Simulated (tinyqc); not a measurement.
# Bandgap voltage reference from two bipolar transistors: output against temperature

Two transistors of area 1 and N carry the same current I. Is(T) = Is (T/T0)^eta exp[(Vg0 q/kB)(1/T0 - 1/T)], VBE1 = Vt ln(I/Is(T)) + I rb, VBE2 = Vt ln(I/(N Is(T))) + I rb/N. The amplifier forces I R1(T) = VBE1 - VBE2 + Vos, with R(T) = R (1 + tc (T - T0)) for both resistors, and the output is Vref = VBE1 + I R2(T). Base currents and the Early effect are neglected.

Vt = kB T/q; I = (Vt ln N + Vos)/(R1(T) - rb (1 - 1/N)).

Values chosen for this exercise; values of the order met in silicon bipolar transistors: reference temperature T0 = 300 K; band-gap voltage extrapolated to 0 K Vg0 = 1.2 V; temperature exponent of the saturation current eta = 4; saturation current of the unit transistor at T0 Is = 5.5e-16 A; area ratio of the second transistor N = 10; resistor across which the difference of VBE falls, at T0 R1 = 37 kohm; temperature coefficient of both resistors tc = 0 ppm/K; offset of the amplifier Vos = 0 mV; series resistance of the unit transistor rb = 19 ohm; output resistor at T0 R2 = 421.4 kohm.

Constants: q = 1.602176634e-19 C, kB = 1.380649e-23 J/K. Results are converted to the units shown.

Output against temperature:
```
T (K)  I (uA)  VBE1 (V)  I R2 (V)  Vref (V)  Vref - Vref(T0) (mV)  dVref/dT (uV/K)
218    1.1696   0.75549   0.49288    1.2484                6.5690          -36.646
233    1.2501   0.72090   0.52679    1.2477                5.8888          -53.849
253    1.3574   0.67439   0.57201    1.2464                4.5960          -75.138
273    1.4647   0.62747   0.61723    1.2447                2.8941          -94.807
298    1.5988   0.56829   0.67375    1.2420               0.23665          -117.46
323    1.7330   0.50856   0.73027    1.2388               -2.9636          -138.28
348    1.8671   0.44834   0.78679    1.2351               -6.6647          -157.56
373    2.0012   0.38765   0.84332    1.2310               -10.830          -175.49
398    2.1354   0.32653   0.89984    1.2264               -15.430          -192.26
423    2.2695   0.26500   0.95636    1.2214               -20.435          -208.01
```

What does the comparison show?

VBE1 falls by 2.39 mV/K on average and I R2 rises by 2.26 mV/K. The slope of Vref vanishes at T = 189 K. Between 233 and 398 K Vref spans 21.3 mV, or 104 ppm/K by the box method (span over the average over T, over 165 K).

Program tinyqc, `OMP_NUM_THREADS=1 python tinyqc.py 2062041 2062042 out.jsonl`; Intel Xeon 2.30GHz, shared host, one thread, about 0.02 s.
